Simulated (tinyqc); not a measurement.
Capacitance measurement on a leaky thin oxide: effects of series resistance and leakage: effect of the gate leakage current density, not matched to the thickness.

The device is a capacitance C in parallel with a leakage conductance G, in series with Rs and Ls. An impedance meter reports either a parallel pair (Cp, Gp) from Y = 1/Z = Gp + i w Cp or a series pair (Cs, Rm) from Z = Rm + 1/(i w Cs); w = 2 pi f, dissipation D = Gp/(w |Cp|).

EOT = 3.9 tox/eox; CET = EOT + zc + zp; C = 3.9 eps0 A/CET; G = Jg A/Vs. Z = Rs + i w Ls + 1/(G + i w C); CET read from Cp = 3.9 eps0 A/Cp; errors under 0.001 % are printed as 0.

Values chosen for this exercise; values of the order met in thin-oxide MOS capacitors: relative permittivity of the gate insulator (close to silicon dioxide) eox = 3.9; insulator thickness tox = 2.3 nm; gate area A = 400 um^2; oxide-equivalent thickness added by the accumulation layer zc = 0.38 nm; oxide-equivalent thickness added by gate depletion zp = 0.23 nm; voltage for an e-fold rise of the leakage Vs = 0.19 V; series resistance Rs = 77 ohm; series inductance Ls = 25 nH; measuring frequency f = 50000 Hz.

Constants: eps0 = 8.8541878128e-14 F/cm where lengths are in cm. Results are converted to the units shown.

The same in every row: C (pF) = 4.747.

Effect of the gate leakage current density, not matched to the thickness:

| Jg (A/cm^2) | Cp (pF) | Cs (pF) | D | error of Cp (%) | error of Cs (%) | CET read from Cp (nm) |
|---|---|---|---|---|---|---|
| 1e-5 | 4.747 | 4.747 | 2.560e-4 | 0 | 0 | 2.910 |
| 0.0001 | 4.747 | 4.747 | 0.001527 | 0 | 0 | 2.910 |
| 0.001 | 4.747 | 4.748 | 0.01423 | 0 | 0.0199 | 2.910 |
| 0.02 | 4.746 | 5.125 | 0.2825 | -6.48e-3 | 7.97 | 2.910 |
| 0.2 | 4.743 | 42.59 | 2.825 | -0.0648 | 797 | 2.912 |
| 2 | 4.716 | 3789 | 28.33 | -0.646 | 7.97e4 | 2.929 |
| 30 | 4.307 | 8.533e5 | 445.1 | -9.25 | 1.80e7 | 3.207 |
| 300 | 1.697 | 1.078e8 | 7970 | -64.2 | 2.27e9 | 8.138 |

What does the comparison show?

As Jg goes from 1e-5 to 300, the error of Cp goes from 0 to -64.2 %, that of Cs from 0 to 2.27e9 %, and D rises from 2.56e-4 to 7970. The CET read from Cp goes from 2.91 to 8.14 nm against the true 2.91 nm. For Jg = 0.2, 2, 30, 300 D exceeds 1, where the accuracy of real meters degrades in proportion to sqrt(1 + D^2).

tinyqc, about 0.01 s, one thread, Intel Xeon 2.30GHz (shared host): `OMP_NUM_THREADS=1 python tinyqc.py 2022043 2022044 out.jsonl`
